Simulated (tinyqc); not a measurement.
Complex band structure along [001] in sp3s* tight binding: one step. Complex wave vectors at one energy in the gap. Five cases, with inputs chosen for the exercise.

Task: Solve det(H0 - E + z T + T^T/z) = 0 with E = Ev + dE, as the linear problem [[0, 1], [-T^T, E - H0]] x = z [[1, 0], [0, T]] x. Roots come as z, -z, 1/z and conjugates; list those with 0 < |z| < 1 and Re z, Im z >= 0, by falling |z|. Re kz = arg(z)/(pi/2) in units of 2 pi/a, kappa = -(4/a) ln|z|.

For k = (0, 0, kz) the phase sums are g0 = cos(phi) and g3 = i sin(phi), phi = kz a/4, and the s, pz, s* orbitals of anion (a) and cation (c) decouple from px, py. With z = exp(i phi), H(z) = H0 + z T + T^T/z for any complex z. H0 is diagonal (Esa, Epa, Exa, Esc, Epc, Exc). The anion-cation block is B(z) = z U + W/z and the cation-anion block z W^T + U^T/z, where U has Vss/2 (s,s), Vsapc/2 (s,z), -Vscpa/2 (z,s), Vxx/2 (z,z), Vxapc/2 (s*,z), -Vpaxc/2 (z,s*), and W has the same values with the s-z and s*-z signs reversed. |z| = 1 is a band state, |z| < 1 decays along [001] as exp(-kappa d) over a distance d, kappa = -(4/a) ln|z|. No spin-orbit coupling.

Give: Decaying roots.

Case 1.

Values chosen (out of a larger set: near a published set for InAs, fitted to gaps, whose masses and valley positions are rough (light masses up to twice too heavy); not measured data): dE = 0.17 eV (E - Ev); a = 6.063 angstrom (lattice constant).

diagonal of H0 (eV): sa -9.536000, za 0.912000, s*a 7.431000, sc -2.717000, zc 3.709000, s*c 6.725000

T (eV):
```
            sa        za        s*a         sc        zc        s*c
sa    0.000000  0.000000   0.000000  -2.804500  1.523500   0.000000
za    0.000000  0.000000   0.000000  -2.724500  0.923000  -1.954000
s*a   0.000000  0.000000   0.000000   0.000000  1.686000   0.000000
sc   -2.804500  2.724500   0.000000   0.000000  0.000000   0.000000
zc   -1.523500  0.923000  -1.686000   0.000000  0.000000   0.000000
s*c   0.000000  1.954000   0.000000   0.000000  0.000000   0.000000
```

Ev = -0.005427 eV

Result:

Decaying roots:
```
Re z      Im z     |z|  Re kz (2 pi/a)  kappa (1/angstrom)
0.9571  0.0000  0.9571          0.0000              0.0289
0.0311  0.2887  0.2904          0.9318              0.8158
```

The slowest root has kappa = 0.0289 1/angstrom at Re kz = 0.000: a purely imaginary k at Gamma. The probability falls by exp(-2 kappa d), a factor 1.78 over 1 nm.

Case 2.

Values chosen (out of a larger set: near a published set for InAs, fitted to gaps, whose masses and valley positions are rough (light masses up to twice too heavy); not measured data): dE = 0.19 eV (E - Ev); a = 6.054 angstrom (lattice constant).

diagonal of H0 (eV): sa -9.526000, za 0.911000, s*a 7.409000, sc -2.721000, zc 3.731000, s*c 6.734000

T (eV):
```
            sa        za        s*a         sc        zc        s*c
sa    0.000000  0.000000   0.000000  -2.804500  1.517500   0.000000
za    0.000000  0.000000   0.000000  -2.717500  0.918500  -1.951000
s*a   0.000000  0.000000   0.000000   0.000000  1.688500   0.000000
sc   -2.804500  2.717500   0.000000   0.000000  0.000000   0.000000
zc   -1.517500  0.918500  -1.688500   0.000000  0.000000   0.000000
s*c   0.000000  1.951000   0.000000   0.000000  0.000000   0.000000
```

Ev = 0.005256 eV

Result:

Decaying roots:
```
Re z      Im z     |z|  Re kz (2 pi/a)  kappa (1/angstrom)
0.9572  0.0000  0.9572          0.0000              0.0289
0.0296  0.2908  0.2923          0.9355              0.8126
```

The slowest root has kappa = 0.0289 1/angstrom at Re kz = 0.000: a purely imaginary k at Gamma. The probability falls by exp(-2 kappa d), a factor 1.78 over 1 nm.

Case 3.

Values chosen (out of a larger set: near a published set for GaSb, fitted to gaps, whose masses and valley positions are rough (light masses up to twice too heavy); not measured data): dE = 0.18 eV (E - Ev); a = 6.091 angstrom (lattice constant).

diagonal of H0 (eV): sa -7.344000, za 0.850000, s*a 6.614000, sc -3.883000, zc 2.888000, s*c 6.026000

T (eV):
```
            sa        za        s*a         sc        zc        s*c
sa    0.000000  0.000000   0.000000  -3.108000  2.499500   0.000000
za    0.000000  0.000000   0.000000  -2.318500  0.784000  -2.107000
s*a   0.000000  0.000000   0.000000   0.000000  2.465000   0.000000
sc   -3.108000  2.318500   0.000000   0.000000  0.000000   0.000000
zc   -2.499500  0.784000  -2.465000   0.000000  0.000000   0.000000
s*c   0.000000  2.107000   0.000000   0.000000  0.000000   0.000000
```

Ev = -0.001023 eV

Result:

Decaying roots:
```
Re z      Im z     |z|  Re kz (2 pi/a)  kappa (1/angstrom)
0.9309  0.0000  0.9309          0.0000              0.0471
0.1418  0.4720  0.4928          0.8143              0.4647
```

The slowest root has kappa = 0.0471 1/angstrom at Re kz = 0.000: a purely imaginary k at Gamma. The probability falls by exp(-2 kappa d), a factor 2.56 over 1 nm.

Case 4.

Values chosen (out of a larger set: near a published set for GaP, fitted to gaps, whose masses and valley positions are rough (light masses up to twice too heavy); not measured data): dE = 1.18 eV (E - Ev); a = 5.45 angstrom (lattice constant).

diagonal of H0 (eV): sa -8.108000, za 1.128000, s*a 8.522000, sc -2.201000, zc 4.126000, s*c 7.212000

T (eV):
```
            sa        za        s*a         sc        zc        s*c
sa    0.000000  0.000000   0.000000  -3.721000  2.137000   0.000000
za    0.000000  0.000000   0.000000  -3.159000  1.079500  -2.554500
s*a   0.000000  0.000000   0.000000   0.000000  2.318000   0.000000
sc   -3.721000  3.159000   0.000000   0.000000  0.000000   0.000000
zc   -2.137000  1.079500  -2.318000   0.000000  0.000000   0.000000
s*c   0.000000  2.554500   0.000000   0.000000  0.000000   0.000000
```

Ev = -0.001361 eV

Result:

Decaying roots:
```
Re z      Im z     |z|  Re kz (2 pi/a)  kappa (1/angstrom)
0.7887  0.0000  0.7887          0.0000              0.1742
0.1010  0.4471  0.4584          0.8586              0.5725
```

The slowest root has kappa = 0.1742 1/angstrom at Re kz = 0.000: a purely imaginary k at Gamma. The probability falls by exp(-2 kappa d), a factor 32.6 over 1 nm.

Case 5.

Values chosen (out of a larger set: near a published set for InAs, fitted to gaps, whose masses and valley positions are rough (light masses up to twice too heavy); not measured data): dE = 0.36 eV (E - Ev); a = 6.058 angstrom (lattice constant).

diagonal of H0 (eV): sa -9.440000, za 0.906000, s*a 7.496000, sc -2.742000, zc 3.676000, s*c 6.789000

T (eV):
```
            sa        za        s*a         sc        zc        s*c
sa    0.000000  0.000000   0.000000  -2.804000  1.521500   0.000000
za    0.000000  0.000000   0.000000  -2.722000  0.921500  -1.949000
s*a   0.000000  0.000000   0.000000   0.000000  1.704500   0.000000
sc   -2.804000  2.722000   0.000000   0.000000  0.000000   0.000000
zc   -1.521500  0.921500  -1.704500   0.000000  0.000000   0.000000
s*c   0.000000  1.949000   0.000000   0.000000  0.000000   0.000000
```

Ev = -0.014401 eV

Result:

Decaying roots:
```
Re z      Im z     |z|  Re kz (2 pi/a)  kappa (1/angstrom)
0.9624  0.0000  0.9624          0.0000              0.0253
0.0229  0.3008  0.3017          0.9517              0.7913
```

The slowest root has kappa = 0.0253 1/angstrom at Re kz = 0.000: a purely imaginary k at Gamma. The probability falls by exp(-2 kappa d), a factor 1.66 over 1 nm.

Computed by tinyqc, one run a case: `OMP_NUM_THREADS=1 python tinyqc.py N N+1 out.jsonl` with N = 1482002, 1482073, 1482196, 1482216, 1482218; one thread of a shared Intel(R) Xeon(R) Processor @ 2.30GHz, about 0.01 s a run at most.
